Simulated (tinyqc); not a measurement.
# Undoped gate-all-around wire MOSFET, analytic charge model: effects of single changes

An undoped round wire of radius R under an insulator shell and a surrounding gate; long channel, electrons only, n = ni exp((psi - V)/Vt) with V the quasi-Fermi potential (0 at the source, Vd at the drain), constant mobility, no quantisation. The radial Poisson equation gives n(r) = n(0)/(1 - (1 - b) r^2/R^2)^2 with b = Q0/(Q + Q0). Q is the electron charge per area of the wire surface.

Values chosen for this exercise; material values close to those of In0.53Ga0.47As: temperature T = 250 K; band gap Eg = 0.733 eV; relative permittivity of the semiconductor eps_r = 13.7; conduction-band density of states at T Nc = 1.62e17 cm^-3; valence-band density of states at T Nv = 5.83e18 cm^-3; relative permittivity of the gate insulator eox = 23; insulator thickness tox = 13 nm; wire radius R = 10 nm; gate work function less that of the intrinsic body dphi = 0.23 V; channel mobility mu = 510 cm^2/(V s); gate length L = 0.2 um; drain voltage Vd = 0.1 V.

Constants: q = 1.602176634e-19 C, kB = 1.380649e-23 J/K, Vt = kB T/q, eps0 = 8.8541878128e-14 F/cm where lengths are in cm. Results are converted to the units shown.

Each table varies one quantity; the others keep the values above.

## Transfer curve and volume inversion

ni = sqrt(Nc Nv) exp(-Eg/(2 Vt)), Eg in volts; Cox = eps0 eox/(R ln(1 + tox/R)); Q0 = 4 eps0 eps_r Vt/R; V0 = dphi + Vt ln[8 eps0 eps_r Vt/(q ni R^2)]. Q solves Vg - V0 - V = Q/Cox + Vt ln(Q/Q0) + Vt ln(1 + Q/Q0). I = mu (2 pi R/L)[2 Vt (Qs - Qd) + (Qs^2 - Qd^2)/(2 Cox) + Vt Q0 ln((Qd + Q0)/(Qs + Q0))], with Qs at V = 0 and Qd at V = Vd. The drop is psi(surface) - psi(centre) at the source end; C = dQs/dVg, Cg = Cox, drop = 2 Vt ln(1 + Qs/Q0); gm = dI/dVg.

Transfer curve and volume inversion:
```
Vg (V)  Qs (nC/cm^2)  drop (mV)      C/Cg    I (uA)  gm/I (1/V)
0.3         8.205e-5   3.382e-5  1.558e-6  2.805e-7       46.42
0.39        0.005350   0.002205  1.016e-4  1.829e-5       46.41
0.47          0.2180    0.08976  0.004113  7.475e-4       46.27
0.56           10.62      4.167    0.1558   0.04160       40.35
0.65           90.24      26.82    0.5393    0.6374       20.84
0.74           231.8      50.35    0.7226     2.409       10.27
0.82           381.7      66.24    0.8024     4.603       6.425
0.91           564.4      79.98    0.8532     7.404       4.375
1              755.8      90.82    0.8842     10.40       3.270
```

What does the table show?

The current rises from 2.80e-7 to 10.4 uA. In the first row gm/I is 46.4 1/V, within 0.01 % of 1/Vt: with no depletion charge the whole body follows the gate, and the swing is ideal. The drop between surface and centre goes from 3.4e-5 to 90.8 mV and passes Vt at Vg = 0.65 V among the rows; below that the density varies across the body by less than a factor of e (volume inversion). C reaches 0.88 of Cg in the last row. For Vg = 0.56 to 1 V the surface density at the source passes 0.3 Nc, where Boltzmann statistics fail.

## Effect of the wire radius

I = mu (2 pi R/L)[2 Vt (Qs - Qd) + (Qs^2 - Qd^2)/(2 Cox) + Vt Q0 ln((Qd + Q0)/(Qs + Q0))], with Qs at V = 0 and Qd at V = Vd.  I(low) is taken at Vg = 0.35 V, Qs and I(high) at Vg = 1.1 V.

Result of one run:
```
R (nm)   V0 (V)  I(low) (nA)  Qs(high) (nC/cm^2)  I(high) (uA)
6.5     0.62141    0.0012070              1118.3        10.310
```

What becomes of these results when the wire radius R is changed from 6.5 to 18 nm, all else the same?

Result of the changed run:
```
R (nm)   V0 (V)  I(low) (nA)  Qs(high) (nC/cm^2)  I(high) (uA)
18      0.57752    0.0092557              844.35        21.650
```

The whole series:
```
R (nm)   V0 (V)  I(low) (nA)  Qs(high) (nC/cm^2)  I(high) (uA)
3.3     0.65062    3.1110e-4              1465.0        6.8274
4.7     0.63538    6.3106e-4              1262.3        8.3991
6.5     0.62141    0.0012070              1118.3        10.310
9.1     0.60691    0.0023657              1002.3        12.959
13      0.59154    0.0048279              908.84        16.812
18      0.57752    0.0092557              844.35        21.650
25      0.56337     0.017854              794.98        28.336
```

As R goes from 3.3 to 25 nm, I(low) rises from 3.11e-4 to 0.0179 nA and I(high) rises from 6.83 to 28.3 uA. On average I(low) goes as R^(2.00) and I(high) goes as R^(0.70). Below threshold the charge is proportional to the cross-section of the body; above it the insulator sets the charge. In every row the surface density at the source at the higher gate voltage passes 0.3 Nc, where Boltzmann statistics fail. For R = 3.3 to 4.7 nm the body is thin enough for quantum confinement, left out here, to raise the threshold.

## Effect of the gate work function less that of the intrinsic body

Same model as above.

Effect of the gate work function less that of the intrinsic body:
```
dphi (V)  V0 (V)  I(low) (nA)  Qs(high) (nC/cm^2)  I(high) (uA)
0.08      0.4528        2.981                1312         19.21
0.13      0.5028       0.2960                1199         17.41
0.18      0.5528      0.02909                1086         15.62
0.23      0.6028     0.002857               974.9         13.86
0.28      0.6528     2.805e-4               864.7         12.11
0.33      0.7028     2.754e-5               755.8         10.40
0.38      0.7528     2.704e-6               648.6         8.717
```

As dphi goes from 0.08 to 0.38 V, I(low) falls from 2.98 to 2.70e-6 nA and I(high) falls from 19.2 to 8.72 uA. V0 rises from 0.453 to 0.753 V. In every row the surface density at the source at the higher gate voltage passes 0.3 Nc, where Boltzmann statistics fail.

Program tinyqc, `OMP_NUM_THREADS=1 python tinyqc.py 2460025 2460026 out.jsonl`; Intel Xeon 2.30GHz, shared host, one thread, about 0.02 s.
